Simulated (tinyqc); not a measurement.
What moves the results: polytypes by hexagonality, and a cubic inclusion as a quantum well. A value that a table varies takes the place of the one given here.

Gap: E3 + (Es - E3) h/hs for h up to hs, then linear from Es to E2 at h = 1. Valence top Ev2 h and polarisation P2 h, both counted from 3C; Ec = Ev + gap.

A cubic inclusion of width L = N d in the host (h = 0.3333) is a well of depth V = Ec(host) - Ec(3C). Square well with mass mismatch: k tan(k L/2) = (m_w/m_b) q, k = sqrt(m_w E/c), q = sqrt(m_b (V - E)/c), c = hbar^2/2m0, lowest root. The depth of the level, V - E, is its binding, and the transition to the valence top of the host is gap(host) - (V - E). The step in polarisation gives a field |F| = |P|/(eps eps0) in a thin inclusion, eps0 = 8.8541878e-12 F/m.

Constants: hbar^2/2m0 = 3.80998211 eV angstrom^2.

Values chosen for the exercise (of the order of those of SiC; the results hold for these values, not for the real material):
- E3 = 2.385 eV (gap of the cubic polytype)
- E2 = 3.343 eV (gap of 2H)
- Ev2 = 0.127 eV (valence top of 2H above that of 3C)
- P2 = -0.0344 C/m^2 (spontaneous polarisation of 2H)
- Es = 3.257 eV (gap at the hexagonality hs)
- hs = 0.5 (hexagonality up to which the first line holds)
- m = (0.296, 0.339) m0 (electron mass along c in the cubic layer and in the host)
- d = 2.522 angstrom (thickness of a double layer)
- eps = 9.8 (dielectric constant)
- N = 3 (double layers in the cubic inclusion)

## Width of the inclusion

Without the field: square well. With it, the potential inside is |F| (z - L/2), the host conduction edge lies at V - |F| L/2 on one side and V + |F| L/2 on the other, and the lowest level E_F is found by finite differences (step 0.25 angstrom, wide box, good to about 1 meV). Holes sit in the host on the high side, so the transition is gap(host) - V + E_F - |F| L/2. A dash: bound by less than 2 meV or not at all.

Results:

| N | L (angstrom) | depth (eV) | transition (eV) | depth below the low side, with field (eV) | transition with field (eV) |
|---|---|---|---|---|---|
| 1 | 2.52 | 0.049 | 2.917 | 0.034 | 2.899 |
| 2 | 5.04 | 0.150 | 2.816 | 0.118 | 2.781 |
| 3 | 7.57 | 0.247 | 2.720 | 0.199 | 2.667 |
| 4 | 10.09 | 0.324 | 2.643 | 0.260 | 2.573 |
| 6 | 15.13 | 0.425 | 2.541 | 0.332 | 2.434 |
| 8 | 20.18 | 0.484 | 2.482 | 0.365 | 2.335 |
| 12 | 30.26 | 0.545 | 2.421 | 0.383 | 2.184 |

What can be read from the table?

The square well binds a level even at N = 1 (49 meV), as any symmetric one-dimensional well does; the depth grows to 545 of 624 meV, and the transition tends to E3 - Ev(host) = 2.343 eV. With the field the level is bound by 2 meV or more for N = 1, 2, 3, 4, 6, 8 and 12, and the transition is lowered by 18 meV at N = 1 and 238 meV at N = 12, where |F| L/2 = 200 meV. Free carriers or surface charge screen the field and the step between the two sides, and the attraction to the hole, left out here, binds the electron further.

## The same inclusion in several hosts

h from the stacking: 8H 1/4, 6H 1/3, 15R 2/5, 4H 1/2, 9R 2/3, 2H 1. V = Ec(host) - Ec(3C); square-well level from k tan(k L/2) = (m_w/m_b) q, k = sqrt(m_w E/c), q = sqrt(m_b (V - E)/c), L = N d; |F| = |P|/(eps eps0), eps0 = 8.8541878e-12 F/m.

Results:

| host | h | gap (eV) | V (eV) | depth (eV) | \|F\| (MV/cm) |
|---|---|---|---|---|---|
| 8H | 0.250 | 2.821 | 0.468 | 0.157 | 0.99 |
| 6H | 0.333 | 2.966 | 0.624 | 0.247 | 1.32 |
| 15R | 0.400 | 3.083 | 0.748 | 0.325 | 1.59 |
| 4H | 0.500 | 3.257 | 0.935 | 0.451 | 1.98 |
| 9R | 0.667 | 3.286 | 0.985 | 0.486 | 2.64 |
| 2H | 1.000 | 3.343 | 1.085 | 0.558 | 3.96 |

What can be read from the table?

From 8H to 4H the well deepens by a factor of 2.00 and the bound level by 2.86, between the limits of a wide well (as V) and a thin one (as V^2); in 4H the level keeps 48 % of V; from 4H to 2H the gap gains only 86 meV while the field doubles. The depths leave the field out, although its drop |F| L reaches 300 meV in 2H.

## What each parameter does

Well depth, depth of the level, transition without the field and field. Each row changes one parameter from the base and keeps the others.

Results:

| case | V (eV) | depth (eV) | transition (eV) | \|F\| (MV/cm) |
|---|---|---|---|---|
| base | 0.6237 | 0.2467 | 2.7196 | 1.321 |
| N = 4 | 0.6237 | 0.3235 | 2.6428 | 1.321 |
| Ev2 = 0.157 eV | 0.6337 | 0.2528 | 2.7135 | 1.321 |
| E3 = 2.365 eV | 0.6370 | 0.2549 | 2.7048 | 1.321 |
| E2 = 3.373 eV | 0.6237 | 0.2467 | 2.7196 | 1.321 |
| P2 = -0.0447 C/m^2 | 0.6237 | 0.2467 | 2.7196 | 1.717 |
| eps = 10.8 | 0.6237 | 0.2467 | 2.7196 | 1.199 |
| m = (0.355, 0.339) m0 | 0.6237 | 0.2535 | 2.7129 | 1.321 |

What does this show?

The largest shifts from the base row, up to three for each result and ties (the steps differ in size, so this ranks the rows, not the parameters). V (eV): E3 +0.0133, Ev2 +0.0100; unchanged at the printed digits by N, E2, P2, eps and m. depth (eV): N +0.0768, E3 +0.0081, m +0.0067; unchanged at the printed digits by E2, P2 and eps. transition (eV): N -0.0768, E3 -0.0148, m -0.0067; unchanged at the printed digits by E2, P2 and eps. |F| (MV/cm): P2 +0.396, eps -0.122; unchanged at the printed digits by N, Ev2, E3, E2 and m.

Program tinyqc; command `OMP_NUM_THREADS=1 python tinyqc.py 1881160 1881161 out.jsonl`; about 0.02 s on one thread of a shared Intel(R) Xeon(R) Processor @ 2.30GHz.
